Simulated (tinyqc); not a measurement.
# Cahn-Hilliard equation on a periodic one-dimensional grid, step by step

A worked calculation. Computed by tinyqc, a small Python program that keeps every step. Command: `OMP_NUM_THREADS=1 python tinyqc.py 3026772 3026773 out.jsonl cahn walk`. One thread of a shared host (Intel(R) Xeon(R) Processor @ 2.30GHz), about 0.04 s of CPU time with the checks. Intermediate numbers are printed to about 6 digits and carried at full precision; extremes and crossings named in words are read from the listed rows.

Free energy F = h sum_j [A (c_j^2 - 1)^2/4 + (kappa/2) ((c_(j+1) - c_j)/h)^2]; dc/dt = Lap(mu), mu = A (c^3 - c) - kappa Lap(c), Lap(y)_j = (y_(j+1) - 2 y_j + y_(j-1))/h^2, mobility 1; the grid has n = 12 points.

Inputs (values chosen for the exercise, in reduced units):

| quantity | value | unit |
|---|---|---|
| spacing h | 1 | - |
| well depth A | 0.99 | - |
| gradient coefficient kappa | 1.3 | - |
| mean composition c0 | -0.15 | - |
| noise amplitude | 0.02 | - |
| time step dt | 0.12 | - |
| end time | 100 | - |

Scheme: semi-implicit Fourier.

## Linear stability

f'' = A (3 c0^2 - 1). Mode m has lambda_m = (4/h^2) sin^2(pi m/n) and the rate w_m = -lambda_m (f'' + kappa lambda_m). In the continuum the fastest wavelength is 2 pi sqrt(2 kappa/|f''|) with the rate f''^2/(4 kappa). Explicit steps near c = +-1, where f'' = 2A, are stable for dt < 2/(16 kappa/h^4 + 8 A/h^2).

f'' = -0.923175

Modes of the grid:

| m | lambda_m | w_m |
|---|---|---|
| 1 | 0.26795 | 0.1540 |
| 2 | 1.00000 | -0.3768 |
| 3 | 2.00000 | -3.3537 |
| 4 | 3.00000 | -8.9305 |
| 5 | 3.73205 | -14.6613 |
| 6 | 4.00000 | -17.1073 |

fastest wavelength = 10.5445

largest rate = 0.163895

explicit limit of dt = 0.0696379

1 mode(s) grow; the fastest on the grid is m = 1, while the box holds 1.14 fastest wavelengths. dt is 1.72 of the explicit limit.

## The first step

random numbers: -0.174  -0.807  -0.949  -0.992  0.285  -0.098  -0.595  -0.561  -0.305  -0.397  0.312  0.081

Start: c_j = c0 + amplitude x (z_j - mean of z). With Fourier components y_m = sum_j y_j exp(-2 pi i j m/n): c_m(new) = [c_m - dt lambda_m N_m]/(1 + dt kappa lambda_m^2), N = A (c^3 - c), lambda_m = (4/h^2) sin^2(pi m/n).

c at the start: -0.14648  -0.15914  -0.16198  -0.16284  -0.13730  -0.14496  -0.15490  -0.15422  -0.14910  -0.15094  -0.13676  -0.14138

mu at the start: 0.151732  0.140793  0.153579  0.122617  0.176525  0.143459  0.135865  0.143275  0.153376  0.125200  0.157300  0.137793

c after one step: -0.147317  -0.158625  -0.162989  -0.159321  -0.141452  -0.144511  -0.153395  -0.154309  -0.150645  -0.148375  -0.138634  -0.140429

F at the start = 2.83826

F after one step = 2.83801

## The run

Run to the end time; break off if |c| exceeds 3 or F has risen by more than 1e-9 in more than 30 steps. Domains = stretches with c > c0.

Course:

| step | t | F | min c | max c | domains |
|---|---|---|---|---|---|
| 0 | 0.00 | 2.83826 | -0.162840 | -0.136760 | 3 |
| 17 | 2.04 | 2.83781 | -0.159614 | -0.140587 | 2 |
| 42 | 5.04 | 2.83769 | -0.160029 | -0.139781 | 1 |
| 83 | 9.96 | 2.83711 | -0.170698 | -0.129102 | 1 |
| 125 | 15.00 | 2.83444 | -0.193873 | -0.104940 | 1 |
| 167 | 20.04 | 2.82239 | -0.242076 | -0.052529 | 1 |
| 250 | 30.00 | 2.59337 | -0.499787 | 0.276379 | 1 |
| 333 | 39.96 | 2.10420 | -0.860701 | 0.743836 | 1 |
| 458 | 54.96 | 2.08089 | -0.930008 | 0.820356 | 1 |
| 583 | 69.96 | 2.08088 | -0.930796 | 0.821236 | 1 |
| 708 | 84.96 | 2.08088 | -0.930819 | 0.821286 | 1 |
| 833 | 99.96 | 2.08088 | -0.930834 | 0.821326 | 1 |

c at the end: -0.245414  -0.695226  -0.882201  -0.930834  -0.895318  -0.734949  -0.327538  0.292277  0.698240  0.821326  0.730365  0.369274

F at the end = 2.08088

steps in which F rose = 0

F never rises by more than 1e-9 in a step. The count of domains goes from 3 in the noise to 1 at the end, and c spans -0.931 to 0.821.

## Interfaces

Continuum wall between c = -1 and +1: c = tanh(x/w), w = sqrt(2 kappa/A), energy s = (2/3) sqrt(2 kappa A). With two walls per domain, the estimate of F at the end is 2 x domains x s. Volume fraction of the +1 phase by the lever rule: (1 + c0)/2.

wall half width w = 1.62057

wall energy s = 1.06958

estimate of F = 2.13916

volume fraction = 0.425

w/h = 1.62057

The run ends at F = 2.0809, 0.97 of the estimate: close to it, but the extremes of c are -0.931 and 0.821.

Checks made by the program: conservation of the mean (relative difference below 1e-10).
